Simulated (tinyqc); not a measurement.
What moves the results: smearing for a one-band metal on the bcc lattice. A value that a table varies takes the place of the one given here.

Lattice vectors (units of a): a1 = (-1/2, 1/2, 1/2), a2 = (1/2, -1/2, 1/2), a3 = (1/2, 1/2, -1/2). E(k) = -t A_1(k) - t2 A_2(k), A_m the sum of cos(k . R) over the 8 nearest and 6 second lattice vectors. Mesh k = sum (j_i/N) b_i, j_i = 0 .. N-1.

With x = (E_k - mu)/sigma: Fermi-Dirac f = 1/(1 + exp(x)), s = -f ln f - (1 - f) ln(1 - f); Gaussian f = erfc(x)/2, s = exp(-x^2)/(2 sqrt(pi)); Methfessel-Paxton (first order) f = erfc(x)/2 - x exp(-x^2)/(2 sqrt(pi)), s = (1 - 2 x^2) exp(-x^2)/(4 sqrt(pi)); cold (Marzari-Vanderbilt) with y = x + 1/sqrt(2), f = erfc(y)/2 + exp(-y^2)/sqrt(2 pi), s = y exp(-y^2)/sqrt(2 pi). With weights w = points/N^d (d the dimension), mu solves 2 sum w f = ne; E = 2 sum w f E_k, S = 2 sum w s, F = E - sigma S.

With x = (E_k - mu)/sigma: Gaussian f = erfc(x)/2, s = exp(-x^2)/(2 sqrt(pi)); Methfessel-Paxton (first order) f = erfc(x)/2 - x exp(-x^2)/(2 sqrt(pi)), s = (1 - 2 x^2) exp(-x^2)/(4 sqrt(pi)). With weights w = points/N^d (d the dimension), mu solves 2 sum w f = ne; E = 2 sum w f E_k, S = 2 sum w s, F = E - sigma S.

With x = (E_k - mu)/sigma: Gaussian f = erfc(x)/2, s = exp(-x^2)/(2 sqrt(pi)). With weights w = points/N^d (d the dimension), mu solves 2 sum w f = ne; E = 2 sum w f E_k, S = 2 sum w s, F = E - sigma S.

Inputs chosen for the exercise:
```
symbol  value  unit  meaning
t       1.47   eV    nearest hopping
t2      0.35   eV    second hopping
ne      1.44         electrons per cell
N       6            unshifted mesh
sigma   0.147  eV    width
```

## Error of each scheme against the width

All on the dense mesh N = 40. The reference is F of first-order Methfessel-Paxton smearing with sigma = 0.05 t on the mesh N = 40; it moves by 0.12 meV on the mesh N = 50; in three dimensions such meshes can agree by chance and the reference may be off by about 1 meV, so smaller errors are not resolved.

Errors (meV per cell):
```
sigma (eV)     FD F  FD (E+F)/2  Gauss F  Gauss (E+F)/2   MP F  cold F
0.147        -11.26       -1.21    -2.20          -0.30  -0.20    0.20
0.221        -23.42       -2.07    -4.42          -0.60  -0.45    0.24
0.294        -39.64       -3.31    -7.28          -0.90  -0.71    0.33
0.441        -83.17       -7.64   -14.96          -1.50  -1.19    0.95
0.588       -139.67      -14.98   -25.22          -2.17  -1.63    2.24
0.882       -284.67      -39.31   -53.10          -4.27  -2.94    5.54
1.176       -463.93      -76.41   -90.00          -7.85  -5.45    8.10
```

reference = -2.46889 eV

Doubling sigma from 0.294 to 0.588 eV multiplies the error of F by 3.5 (Fermi-Dirac) and 3.5 (Gaussian); a pure sigma^2 term would give 4. At the smallest width Fermi-Dirac errs 5.1 times as much as Gaussian, against 2 pi^2/3 = 6.6 for the ratio of the sigma^2 terms at equal sigma. At the largest width the sizes of the errors rank MP F 5.4, Gauss (E+F)/2 7.8, cold F 8.1, FD (E+F)/2 76.4, Gauss F 90.0, FD F 463.9 meV; below about 1 meV this order, and the ratios at the smallest width, carry the noise of the mesh.

## Mesh against width

Gaussian smearing, (E + F)/2. The reference is F of first-order Methfessel-Paxton smearing with sigma = 0.05 t on the mesh N = 40; it moves by 0.12 meV on the mesh N = 50; in three dimensions such meshes can agree by chance and the reference may be off by about 1 meV, so smaller errors are not resolved.

Errors (meV per cell):
```
N   sigma = 0.05 t  sigma = 0.15 t  sigma = 0.4 t
4            25.20           16.82          -3.41
6           -70.77          -72.12         -72.00
8           -16.00          -17.66         -17.07
12           24.13           22.80          12.96
16           -2.93           -3.11          -3.73
24            3.17            2.57          -1.28
```

reference = -2.46889 eV

First N from which the value stays within 2 meV of its last entry (which need not be the best one): none before the last for sigma = 0.05 t, none before the last for sigma = 0.15 t, none before the last for sigma = 0.4 t. At the last mesh the errors are +3.17, +2.57 and -1.28 meV; the first is well above the uncertainty of the reference, so for the narrowest width that mesh is not yet converged. The 2 meV bar does not tell the widths apart. The smallest error belongs to 0.05 t on 3, 0.15 t on 0, 0.4 t on 3 of the 6 meshes.

## What moves the results of Gaussian smearing

All sums formed anew. Each row changes one parameter from the base and keeps the others.

Results:
```
case              mu (eV)   E (eV)       S   F (eV)
base               2.4699  -2.5390  0.0186  -2.5417
N = 12             2.0919  -2.4411  0.0545  -2.4491
sigma = 0.294 eV   2.4153  -2.5386  0.0199  -2.5445
ne = 1.54          2.9252  -2.2663  0.0310  -2.2708
t2 = 0.497 eV      2.8289  -2.4310  0.0272  -2.4350
t = 1.617 eV       2.6169  -2.8187  0.0186  -2.8214
```

The largest shifts from the base row, up to three for each result and ties (the steps differ in size, so this ranks the rows, not the parameters). mu (eV): ne +0.4553, N -0.3780, t2 +0.3590. E (eV): t -0.2797, ne +0.2727, t2 +0.1080. S: N +0.0359, ne +0.0124, t2 +0.0085; unchanged at the printed digits by t. F (eV): t -0.2797, ne +0.2709, t2 +0.1067.

Run: tinyqc, `OMP_NUM_THREADS=1 python tinyqc.py 1680870 1680871 out.jsonl`; Intel(R) Xeon(R) Processor @ 2.30GHz, one thread, shared host; about 0.3 s of CPU time with all checks.
